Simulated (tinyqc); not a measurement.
Debye-Callaway model of lattice thermal conductivity: one step, computed by the program tinyqc.

Three acoustic branches with one velocity v, cut at omega_D = k_B Theta/hbar; x = hbar omega/(k_B T). v and Theta are separate inputs: Theta cuts off the heat-carrying modes, so C need not reach 3 k_B/V. gamma is an effective value that sets the umklapp rate. Heat flows along the wire.

Question. Mass-fluctuation parameter. A vacancy counts as a mass defect Delta M/M = -3 (the missing mass and twice its bonds), so Gamma = 9 n_v. A = V Gamma/(4 pi v^3).

Inputs (values chosen for the exercise, modelled on lead telluride): sound velocity v = 1750 m/s; volume per atom V = 33.7 angstrom^3; vacancy fraction n_v = 0.00094.

Sample: wire. Point defects: vacancies. Normal processes: included.

Give: Gamma; Rayleigh coefficient A.

Answer.

Gamma = 0.00846

Rayleigh coefficient A = 4.233e-42 s^3
